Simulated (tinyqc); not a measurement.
Fully depleted semiconductor-on-insulator film with two gates, non-linear Poisson equation by Newton steps: threshold and coupling against the insulator thickness.

One dimension across the film, front interface at x = 0, back interface at x = ts. psi is counted from the intrinsic level, n = ni exp(psi/Vt) (source grounded), holes neglected, acceptors ionised. Gates act through Cox = eps0 eox/tox and Cbox = 3.9 eps0/tb with potentials G1 = Vg - (phiM - chi - Vt ln(Nc/ni)) and G2 = Vb - (phiB - chi - Vt ln(Nc/ni)). Classical Boltzmann densities, no interface charge, no depletion in the back plane.

ni = sqrt(Nc Nv) exp(-Eg/(2 Vt)), Eg in volts. The Poisson equation eps0 eps_r d2psi/dx2 = q (n + Na), with -eps0 eps_r dpsi/dx = Cox (G1 - psi) at x = 0 and eps0 eps_r dpsi/dx = Cbox (G2 - psi) at x = ts, is solved on 300 equal intervals with half boxes at both ends; N_inv is the trapezoid sum of n. VT is the Vg for N_inv = 1e11 cm^-2; -dVT/dVb from the linearised equation. Limits with Cs = eps0 eps_r/ts: front channel Cs Cbox/(Cox (Cs + Cbox)), back channel Cbox (Cox + Cs)/(Cox Cs). Swing at N_inv = 1e8 cm^-2.

Inputs (values chosen for the exercise); band and dielectric values close to those of silicon:
```
symbol   value   unit                                                               meaning
T          400      K                                                           temperature
Eg        1.11     eV                                                              band gap
eps_r     11.8                                                        relative permittivity
Nc      4.3e19  cm^-3                                conduction-band density of states at T
Nv        4e19  cm^-3                                   valence-band density of states at T
chi       4.04     eV                                                     electron affinity
eox       22.2         relative permittivity of the gate insulator (close to hafnium oxide)
ts         9.2     nm                                                        film thickness
tb         100     nm                                    buried-oxide thickness (eps_r 3.9)
Na        1e15  cm^-3                                          acceptor density of the film
phiM       4.2     eV                                       work function of the front gate
phiB      4.09     eV                                       work function of the back plane
Vb         0.1      V                                                     back-gate voltage
```

Constants: q = 1.602176634e-19 C, kB = 1.380649e-23 J/K, Vt = kB T/q, eps0 = 8.8541878128e-14 F/cm where lengths are in cm. Results are converted to the units shown.

The same in every row: centroid/ts at VT = 0.501.

Result of one run:
```
VT (V)	-dVT/dVb	front-channel limit	back-channel limit	swing (mV/decade)
-0.0441	0.0199	0.00529	0.0359	81.1
```

Which insulator thickness tox gave this result: 3.1, 4.5, 8.9 or 13 nm?

tox = 3.1 nm.

The whole series:
```
tox (nm)	VT (V)	-dVT/dVb	front-channel limit	back-channel limit	swing (mV/decade)
3.1	-0.0441	0.0199	0.00529	0.0359	81.1
4.5	-0.0436	0.0223	0.00767	0.0383	81.3
6.3	-0.0429	0.0254	0.0107	0.0415	81.5
8.9	-0.0419	0.0299	0.0152	0.0460	81.9
13	-0.0404	0.0370	0.0222	0.0532	82.5
18	-0.0385	0.0457	0.0307	0.0620	83.2
25	-0.0359	0.0578	0.0426	0.0743	84.1
```

As tox goes from 3.1 to 25, VT rises from -0.0441 to -0.0359 V, the centroid stays at 0.501 of ts and -dVT/dVb rises from 0.0199 to 0.0578. The coupling covers 47.8 % of the way from the front-channel to the back-channel limit in the first row and 47.9 % in the last.

tinyqc, about 0.3 s, one thread, Intel Xeon 2.30GHz (shared host): `OMP_NUM_THREADS=1 python tinyqc.py 2190089 2190090 out.jsonl`
